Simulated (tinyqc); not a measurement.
Worked calculation: mobility of a non-polar semiconductor in the relaxation-time approximation. Computed by tinyqc, a small Python program that keeps every step. Command: `OMP_NUM_THREADS=1 python tinyqc.py 3007011 3007012 out.jsonl rta walk`. One thread of a shared host (Intel(R) Xeon(R) Processor @ 2.30GHz), about 0.01 s of CPU time with the checks. Intermediate numbers are printed to about 5 digits and carried at full precision; extremes and crossings named in words are read from the listed rows.

Each valley is treated as a sphere of mass m_d for states and rates, with one isotropic relaxation time; the conductivity mass m_c sets the current.

Inputs (values chosen for the exercise, modelled on electrons in germanium):
```
quantity                                            value       unit
longitudinal mass m_l                                1.63        m_0
transverse mass m_t                                0.0829        m_0
equivalent valleys Z                                    4          -
non-parabolicity alpha                               0.67       1/eV
static permittivity eps_s                              16          -
density rho                                          5323     kg/m^3
sound velocity v_l                                   5180        m/s
acoustic deformation potential D_A                     10         eV
phonon energy hbar w                                 33.3        meV
optical or intervalley deformation potential D_o      5.5  1e8 eV/cm
final valleys Z_f                                       3          -
carrier density n                                 1.5e+18     1/cm^3
compensation ratio C                                    0          -
temperature T                                         300          K
alloy fraction x                                     0.14          -
alloy potential U                                    0.93         eV
lattice constant a                                   5.65   angstrom
```

Band: Kane. Impurity formula: Conwell-Weisskopf. Further scattering: alloy.

Constants: k_B = 8.617333262e-05 eV/K; m_0 = 9.1093837015e-31 kg; e = 1.602176634e-19 C; hbar = 1.054571817e-34 J s; eps_0 = 8.8541878128e-12 F/m; k_B = 1.380649e-23 J/K; hbar = 6.582119569e-16 eV s.

## Masses

m_d = (m_l m_t^2)^(1/3); 1/m_c = (1/m_l + 2/m_t)/3; Hall mass factor A = 3 K_m (K_m + 2)/(2 K_m + 1)^2, K_m = m_l/m_t; N_I = n (1 + C)/(1 - C).

density-of-states mass m_d = 0.22375 m_0

conductivity mass m_c = 0.12127 m_0

Hall mass factor A = 0.78581

ionised impurity density N_I = 1.50e+18 1/cm^3

## Fermi level and screening

Kane band: hbar^2 k^2/(2 m) = E (1 + alpha E), speed v = hbar k/(m (1 + 2 alpha E)), states per spin, volume and energy g(E) = m k (1 + 2 alpha E)/(2 pi^2 hbar^2); overlap factors are set to 1. Here m = m_d. Masses are multiplied by m_0 and all formulas are in SI units. The reduced Fermi level eta = E_F/(k_B T) solves n = 2 Z int g f dE with f = 1/(1 + exp(x - eta)) (Z = 1 unless valleys are given); screening length L_s = sqrt(eps_s eps_0 k_B T/(e^2 dn/deta)), dn/deta = 2 Z int g f (1 - f) dE. Integrals over x = E/(k_B T) use 160 Gauss-Legendre points in u = sqrt(x) from 0 to sqrt(max(eta, 0) + 32).

reduced Fermi level eta = -1.9763

screening length L_s = 3.9908 nm

The gas is between the classical and degenerate limits.

## Rates at a few energies

Phonon occupation N_q = 1/(exp(hbar w/(k_B T)) - 1). Acoustic deformation potential (elastic, equipartition, absorption and emission together): 1/tau = 2 pi k_B T D_A^2 g(E)/(hbar rho v_l^2). Optical or intervalley deformation potential: 1/tau = (pi Z_f D_o^2/(rho w)) [N_q g(E + hbar w) + (N_q + 1) g(E - hbar w)], with g = 0 below the band edge. Each optical term is multiplied by (1 - f(E'))/(1 - f(E)), E' the final energy, for Pauli blocking. Singly charged impurities, momentum relaxation: 1/tau = N_I e^4 m (1 + 2 alpha E) Phi/(8 pi (eps_s eps_0)^2 hbar^3 k^3), with alpha = 0 for a parabolic band. Conwell-Weisskopf: Phi = ln(1 + y^2), y = 4 pi eps_s eps_0 E N_I^(-1/3)/e^2 (largest impact parameter N_I^(-1/3)/2). Alloy disorder: 1/tau = (2 pi/hbar) Omega x (1 - x) U^2 g(E), Omega = a^3/4 (other conventions for Omega rescale U).

Rates (1e12/s) at E = (max(eta, 0) + 0.5, 1, 2, 4) k_B T:
```
E (meV)  acoustic  optical  ionised impurity   alloy
12.93      1.1592   0.5720            15.461  1.8770
25.85      1.6745   0.6459            11.537  2.7112
51.70      2.4681   1.9144             6.752  3.9962
103.41     3.7782   3.5522             3.425  6.1176
```

## Mobility for each process alone

mu = (m_d/m_c) (2 Z e/(3 n k_B T)) int g v^2 tau f (1 - f) dE. Averages over x are split at the emission threshold x_0 = hbar w/(k_B T): 64 Gauss-Legendre points in sqrt(x) below it and 128 in sqrt(x - x_0) above it, up to x = max(eta, 0) + 32.

acoustic mobility = 5660.4 cm^2/(V s)

optical mobility = 9383.1 cm^2/(V s)

ionised impurity mobility = 2564.3 cm^2/(V s)

alloy mobility = 3495.9 cm^2/(V s)

## All processes together

Rates are added at each energy before the average. With <y> = int g v^2 y f (1 - f) dE: Hall factor r_H = A (3 n k_B T/(2 Z m_d)) <tau^2/(1 + 2 alpha E)>/<tau>^2 (alpha = 0 for a parabolic band); Hall mobility r_H mu; |S| = (k_B/e) (<x tau>/<tau> - eta); resistivity 1/(n e mu).

drift mobility mu = 818.03 cm^2/(V s)

Hall factor r_H = 0.79682

Hall mobility = 651.82 cm^2/(V s)

Seebeck coefficient |S| = 383.23 microvolt/K

resistivity = 0.0050866 ohm cm

Taking r_H = 1 in a Hall measurement would give a density 1.25 times the true one.

## Matthiessen's rule against the full average

Matthiessen's rule adds 1/mu of the separate processes.

Separate mobilities:
```
process           mu (cm^2/(V s))  share of the sum of 1/mu (%)
acoustic                   5660.4                        18.417
optical                    9383.1                        11.110
ionised impurity           2564.3                        40.653
alloy                      3495.9                        29.820
```

mobility by Matthiessen's rule = 1042.5 cm^2/(V s)

excess of Matthiessen's rule over the full mu = 27.437 %

The rule gives 1042 against the full 818.0, 27.4 % too high; it can only overestimate, since each separate average is carried by the energies where that process is weak. The error is large because ionised impurity and alloy scattering both carry weight and depend on energy in different ways.

Checks made by the program: the sum rule (2 Z/(3 k_B T)) int g v^2 (1 + 2 alpha E) f (1 - f) dE = n/m_d (relative difference below 1e-10).
